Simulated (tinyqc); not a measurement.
Threshold-voltage variability of a planar MOSFET, analytic estimates: a gate of 8 grains.

Three independent sources add in quadrature: random dopants in the depleted layer, metal-gate grains of two orientations, and roughness of the two gate edges acting through the roll-off VT = VT(long) - Vr exp(-L/l). These are first-order estimates: no three-dimensional electrostatics, no percolation.

Each of 8 equal grains has the higher work function with probability p; the threshold shift is dW (j/8 - p) for j such grains, and the off current changes by exp(-shift/(n Vt)).

Parameters, values chosen for the exercise; material values those of a made-up semiconductor:
- T = 325 K (temperature)
- dW = 0.15 eV (work-function difference of the two grain orientations)
- p = 0.3 (share of the orientation of higher work function)
- n = 1.1 (subthreshold factor)

Constants: q = 1.602176634e-19 C, kB = 1.380649e-23 J/K, Vt = kB T/q. Results are converted to the units shown.

Distribution:

| j | probability | shift (mV) | Ioff factor | probability x factor |
|---|---|---|---|---|
| 0 | 0.057648 | -45.00 | 4.3090 | 0.24841 |
| 1 | 0.19765 | -26.25 | 2.3445 | 0.46339 |
| 2 | 0.29648 | -7.50 | 1.2756 | 0.37820 |
| 3 | 0.25412 | 11.25 | 0.69407 | 0.17638 |
| 4 | 0.13614 | 30.00 | 0.37764 | 0.051411 |
| 5 | 0.046675 | 48.75 | 0.20547 | 0.0095906 |
| 6 | 0.010002 | 67.50 | 0.11180 | 0.0011182 |
| 7 | 0.0012247 | 86.25 | 0.060829 | 7.4498e-5 |
| 8 | 6.5610e-5 | 105.00 | 0.033097 | 2.1715e-6 |

What does the table show?

The standard deviation is dW sqrt(p (1 - p)/8) = 24.3 mV. The mean off current is 1.33 times the nominal one; the log-normal formula exp(s^2/(2 (n Vt)^2)) gives 1.37. Devices with j = 1, 20 % of all, carry 35 % of the mean leakage.

Program tinyqc, `OMP_NUM_THREADS=1 python tinyqc.py 2090055 2090056 out.jsonl`; Intel Xeon 2.30GHz, shared host, one thread, about 0.01 s.
